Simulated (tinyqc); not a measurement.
Shockley-Read-Hall recombination through one deep level: sweeps and comparisons. A value that a table varies takes the place of the one given here.

One level at Et with degeneracy 1: tn = 1/(sn vth Nt), tp = 1/(sp_ vth Nt), n1 = Nc exp((Et - Eg)/kT), p1 = Nv exp(-Et/kT), ni^2 = n1 p1. Equilibrium p0 = Nm, n0 = ni^2/Nm; n = n0 + dn, p = p0 + dn. U = (n p - ni^2)/(tp (n + n1) + tn (p + p1)), lifetime dn/U; emission rates en = sn vth n1, ep = sp_ vth p1.

Constants: kB = 8.617333262e-05 eV/K.

Parameters, chosen for this exercise (gap and densities of states near those of Si at this temperature; not measured data): E1 = 0.224 eV (level (0/-1) above Ev); E2 = 0.674 eV (level (-1/-2) above Ev); gm = 2 (degeneracy of the middle state, the others 1); T = 450 K; Eg = 1.064 eV (gap); Nc = 4.86e+19 1/cm^3 (conduction-band density of states); Nv = 2.18e+19 1/cm^3 (valence-band density of states); Nd = -1.2e+14 1/cm^3 (ionised shallow donors minus acceptors); Et = 0.674 eV (recombination level above Ev); Nt = 2.2e+13 1/cm^3 (defects); sn = 3.1e-15 cm^2 (electron capture cross-section); sp_ = 2.6e-15 cm^2 (hole capture cross-section); vth = 22000000 cm/s (thermal velocity, both carriers); Nm = 2.2e+15 1/cm^3 (equilibrium holes for the lifetime steps); dn = 3.7e+13 1/cm^3 (excess pairs).

## Charge state against the Fermi level (deep level with several charge states)

Energies from Ev. The defect has charge states 0, -1, -2 with weights 1, gm exp((EF - E1)/kT), exp((2 EF - E1 - E2)/kT); the shares are the weights over their sum. Boltzmann carriers: n = Nc exp((EF - Eg)/kT), p = Nv exp(-EF/kT). Neutrality: p - n + Nd + Nt <q> = 0.

Shares:

| EF (eV) | 0 | -1 | -2 | <q> |
|---|---|---|---|---|
| 0.064 | 0.969 | 0.031 | 0.000 | -0.031 |
| 0.149 | 0.776 | 0.224 | 0.000 | -0.224 |
| 0.234 | 0.279 | 0.721 | 0.000 | -0.721 |
| 0.319 | 0.041 | 0.959 | 0.000 | -0.959 |
| 0.404 | 0.005 | 0.995 | 0.000 | -0.996 |
| 0.489 | 0.001 | 0.995 | 0.004 | -1.004 |
| 0.575 | 0.000 | 0.962 | 0.037 | -1.037 |
| 0.660 | 0.000 | 0.742 | 0.258 | -1.258 |
| 0.745 | 0.000 | 0.243 | 0.757 | -1.757 |
| 0.830 | 0.000 | 0.035 | 0.965 | -1.965 |
| 0.915 | 0.000 | 0.004 | 0.996 | -1.996 |
| 1.000 | 0.000 | 0.000 | 1.000 | -2.000 |

Where the levels are several kT apart the middle state rules between about E1 - kT ln gm = 0.197 and E2 + kT ln gm = 0.701 eV; its largest share listed is 0.995. Each step spreads from 10 % to 90 % over 4.4 kT = 0.170 eV.

## Defects against doping (deep level with several charge states)

Nt takes the listed multiples of |Nd|; the resistivity uses mobilities of 1000 (electrons) and 300 (holes) cm^2/(V s), chosen for the exercise, and e = 1.602176634e-19 C.

Neutral state:

| Nt/\|Nd\| | EF (eV) | n (1/cm^3) | p (1/cm^3) | rho (ohm cm) |
|---|---|---|---|---|
| 0.01 | 0.4662 | 9.81e+12 | 1.31e+14 | 127 |
| 0.10 | 0.4633 | 9.10e+12 | 1.41e+14 | 121 |
| 0.30 | 0.4575 | 7.84e+12 | 1.64e+14 | 110 |
| 0.60 | 0.4501 | 6.47e+12 | 1.98e+14 | 94.5 |
| 0.90 | 0.4438 | 5.50e+12 | 2.33e+14 | 82.6 |
| 1.10 | 0.4401 | 5.00e+12 | 2.57e+14 | 76.0 |
| 1.50 | 0.4336 | 4.23e+12 | 3.04e+14 | 65.4 |
| 3.00 | 0.4157 | 2.67e+12 | 4.82e+14 | 42.4 |
| 10.00 | 0.3769 | 9.81e+11 | 1.31e+15 | 15.8 |

EF goes from 0.466 to 0.377 eV and the resistivity from 127 to 15.8 ohm cm, with a largest value of 127. The largest move of EF, -0.039 eV, comes between Nt/|Nd| = 3 and 10; the levels lie at 0.224 and 0.674 eV. A defect can take up to two electrons but give none, so it adds holes rather than removing them.

## Lifetime against injection

Recombination:

| dn (1/cm^3) | lifetime (microsecond) | U (1/(cm^3 s)) |
|---|---|---|
| 1.0e+11 | 1.419 | 7.05e+16 |
| 1.0e+12 | 1.419 | 7.05e+17 |
| 1.0e+13 | 1.419 | 7.05e+18 |
| 1.0e+14 | 1.421 | 7.04e+19 |
| 1.0e+15 | 1.432 | 6.98e+20 |
| 1.0e+16 | 1.454 | 6.88e+21 |
| 1.0e+17 | 1.460 | 6.85e+22 |
| 1.0e+18 | 1.461 | 6.84e+23 |

The lifetime rises from 1.419 to 1.461 microsecond; tn + tp = 1.461. At low injection it is tn (1 + p1/p0) + tp n1/p0 with n1/Nm = 0.95 and p1/Nm = 0.00028: re-emission lengthens it to 2.13 times the minority capture time. Auger and radiative paths are left out; they cut in at the highest injections, and in a doped direct-gap crystal the radiative one counts at all injections. dn = dp neglects trapped charge, which matters where the traps hold a charge comparable with dn, at low injection and with very unequal cross sections.

## Where a level does most harm

Et takes the values listed; G = Nt en ep/(en + ep) in a depleted region; the lifetime is for dn = 1e11 1/cm^3.

Results:

| Et (eV) | lifetime (microsecond) | G (1/(cm^3 s)) |
|---|---|---|
| 0.064 | 1.27e+03 | 4.61e+14 |
| 0.149 | 142 | 4.12e+15 |
| 0.234 | 16.5 | 3.69e+16 |
| 0.319 | 2.43 | 3.31e+17 |
| 0.404 | 0.865 | 2.95e+18 |
| 0.489 | 0.695 | 2.05e+19 |
| 0.575 | 0.728 | 9.57e+18 |
| 0.660 | 1.19 | 1.11e+18 |
| 0.745 | 5.36 | 1.24e+17 |
| 0.830 | 42.7 | 1.39e+16 |
| 0.915 | 377 | 1.55e+15 |
| 1.000 | 3.37e+03 | 1.73e+14 |

Generation peaks where en = ep, at Eg/2 + (kT/2) ln(sp_ Nv/(sn Nc)) = 0.513 eV; the largest value listed is at 0.489 eV, and G falls by a decade for each 0.089 eV away from the peak. The lifetime is within a factor 2 of its minimum, 0.695 microsecond, from 0.404 to 0.660 eV: recombination tolerates a wide range of Et, generation a narrow one.

## What moves lifetime and leakage

G = Nt en ep/(en + ep). Each row changes one parameter from the base and keeps the others.

Results:

| case | lifetime (microsecond) | G (1/(cm^3 s)) |
|---|---|---|
| base | 1.420 | 7.76e+17 |
| Et = 0.714 eV | 2.756 | 2.77e+17 |
| sn = 6.2e-15 cm^2 | 1.087 | 7.76e+17 |
| sp_ = 5.2e-15 cm^2 | 1.043 | 1.55e+18 |
| Nt = 1.1e+13 1/cm^3 | 2.840 | 3.88e+17 |
| Nm = 6.6e+15 1/cm^3 | 0.9205 | 7.76e+17 |
| dn = 1.11e+14 1/cm^3 | 1.421 | 7.76e+17 |

The largest shifts from the base row, up to three for each result and ties (the steps differ in size, so this ranks the rows, not the parameters). lifetime (microsecond): Nt +1.42, Et +1.34, Nm -0.499. G (1/(cm^3 s)): sp_ +7.75e+17, Et -4.99e+17, Nt -3.88e+17; unchanged at the printed digits by sn, Nm and dn.

Computed by tinyqc, a small Python program: `OMP_NUM_THREADS=1 python tinyqc.py 1682079 1682080 out.jsonl` (the numbers bound the seed that draws the inputs); one thread of a shared host (Intel(R) Xeon(R) Processor @ 2.30GHz), about 0.01 s for the whole set of steps.
